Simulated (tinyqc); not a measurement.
Finite-difference solution of the diffusion equation on a small grid: one step, computed by the program tinyqc. Command: `OMP_NUM_THREADS=1 python tinyqc.py 3011394 3011395 out.jsonl fdiff walk`. One thread of a shared host (Intel(R) Xeon(R) Processor @ 2.30GHz), about 0.01 s of CPU time with the checks.

dC/dt = D d2C/dx2 on nodes x_j = j dx, j = 0..7; the far end is sealed.

Problem. Amplification factors. The mode of M with eigenvalue mu has its amplitude multiplied per step by g = (1 + (1 - theta) r mu)/(1 - theta r mu), with theta = 0 explicit, 1 implicit, 1/2 Crank-Nicolson; the explicit scheme is stable for r up to 2/|mu_min|.

Boundary at x = 0: sealed surface. Scheme: explicit.

operator M:
```
    0   1   2   3   4   5   6   7
0  -2   2   0   0   0   0   0   0
1   1  -2   1   0   0   0   0   0
2   0   1  -2   1   0   0   0   0
3   0   0   1  -2   1   0   0   0
4   0   0   0   1  -2   1   0   0
5   0   0   0   0   1  -2   1   0
6   0   0   0   0   0   1  -2   1
7   0   0   0   0   0   0   2  -2
```

mesh ratio r = 0.2704

Give: eigenvalues mu of M; factors g; largest stable r of the explicit scheme.

Solution.

eigenvalues mu of M: -4.000  -3.802  -3.247  -2.445  -1.555  -0.753  -0.198  0.000

factors g: -0.082  -0.028  0.122  0.339  0.580  0.796  0.946  1.000

largest stable r of the explicit scheme = 0.5

The smallest factor is -0.082: the shortest waves flip sign at each step while they decay.
